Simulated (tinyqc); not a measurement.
From a target level to the width: finite square well with mass mismatch (envelope functions). Two cases, with inputs chosen for the exercise.

Problem. Which width L gives the lowest level below?

A square well of width L and depth V0, mass mw inside and mb outside, energies from the bottom of the well, c = hbar^2/2m0. k = sqrt(mw E/c), kappa = sqrt(mb (V0 - E)/c). psi and psi'/m are continuous at the walls (BenDaniel-Duke), so level n solves k L + 2 atan[(k/mw)/(kappa/mb)] = n pi.

Constants: hbar^2/2m0 = 3.80998211 eV angstrom^2.

Case 1.

Values chosen (out of a larger set: near those of the light valleys of a Si film in SiO2; not measured data):
- V0 = 3.133 eV (barrier height)
- mw = 0.196 m0 (mass in the well)
- mb = 0.476 m0 (mass in the barrier)

E1 = 0.030172 eV

Case 2.

Values chosen (out of a larger set: near those of a non-polar GaN well in AlN; not measured data):
- V0 = 1.988 eV (barrier height)
- mw = 0.204 m0 (mass in the well)
- mb = 0.322 m0 (mass in the barrier)

E1 = 0.240461 eV

Find: k; kappa; the arctangent; L.

Solution. E1 fixes k and kappa, so L = (pi - 2 atan[(k/mw)/(kappa/mb)])/k.

Case 1.

k = 0.03940 1/angstrom
kappa = 0.62262 1/angstrom
the arctangent = 0.1525 rad
L = 72 angstrom

Case 2.

k = 0.11347 1/angstrom
kappa = 0.38431 1/angstrom
the arctangent = 0.4361 rad
L = 20 angstrom

Computed by tinyqc, one run a case: `OMP_NUM_THREADS=1 python tinyqc.py N N+1 out.jsonl` with N = 1250391, 1250470; one thread of a shared Intel(R) Xeon(R) Processor @ 2.30GHz, about 0.01 s a run at most.
